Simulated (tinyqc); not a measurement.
# Thermal resistances of a two-die stack

Question. Heat leaves through the lower die only, and the system is linear. Find the resistance R1 from the lower die to the coolant, R2 between the dies, and the rise of the upper die when both are powered.

Inputs (values chosen for the exercise): power of the lower die P1 = 12 W; power of the upper die P2 = 18 W.

rises of the lower and upper die with only the lower one powered (K): 10.56  10.56
rises of the lower and upper die with only the upper one powered (K): 15.84  22.14

Answer. With only the lower die powered no heat crosses R2, so both dies rise by P1 R1; the difference in the second test is P2 R2; rises add.

R1 = 0.8800 K/W
R2 = 0.3500 K/W
rise of the upper die = 32.70 K

Numbers from tinyqc (`OMP_NUM_THREADS=1 python tinyqc.py 2162185 2162186 out.jsonl`; about 0.03 s on one thread of a shared Intel Xeon 2.30GHz).
